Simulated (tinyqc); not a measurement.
Interlayer thickness: switching kinetics of a ferroelectric film and the memory window of a ferroelectric gate stack. Computed by tinyqc, a small Python program. Command: `OMP_NUM_THREADS=1 python tinyqc.py 3022811 3022812 out.jsonl feswitch walk`. One thread of a shared host (Intel(R) Xeon(R) Processor @ 2.30GHz), about 0.02 s of CPU time with the checks.

Fields in MV/cm; 1 microcoulomb/cm^2 over eps_0 is 11.29409 MV/cm. In the stack (metal, ferroelectric, interlayer, channel) the channel is taken as a conductor.

Inputs (values chosen for the exercise, for a model film):
```
quantity                                 value               unit
saturation polarisation P_s                 14  microcoulomb/cm^2
ratio P_r/P_s                             0.72                  -
coercive field E_c                        0.67              MV/cm
permittivity of the ferroelectric eps_F     31                  -
thickness t_F                              7.9                 nm
permittivity of the interlayer eps_I       5.5                  -
share s of P screened by trapped charge   0.84                  -
pulse height V                             4.4                  V
breakdown field of the interlayer           15              MV/cm
```

Method. Series stack: V = E_F t_F + E_I t_I and eps_I E_I = eps_F E_F + (1 - s) P/eps_0. E_I is for P = +P_s at the pulse height, the depolarising field for P = +P_r at V = 0; V needed puts E_F = 1.5 E_c after switching.

Stack against t_I:
```
t_I (nm)  E_F after (MV/cm)  E_I (MV/cm)  depolarising field / E_c  V needed (V)
0.3                  4.4438       29.647                   0.15462        1.1019
0.5                  3.8906       26.529                   0.23059        1.3072
0.8                  3.2492       22.914                   0.31867        1.6151
1.2                  2.6242       19.391                   0.40451        2.0257
1.6                  2.1657       16.807                   0.46748        2.4362
2.0                  1.8151       14.830                   0.51563        2.8468
3.0                  1.2173       11.461                   0.59773        3.8732
```

What does the comparison show, and why?

Each nanometre of interlayer costs 1.03 V, against 0.10 V for a nanometre of ferroelectric. The depolarising field grows from 0.15 to 0.60 E_c. At E_F = 1.5 E_c the interlayer carries (1.5 eps_F E_c + (1 - s) P_s/eps_0)/eps_I = 10.3 MV/cm whatever its thickness. Caution: rows with E_I above the breakdown field of the interlayer cannot be reached without charge injection.
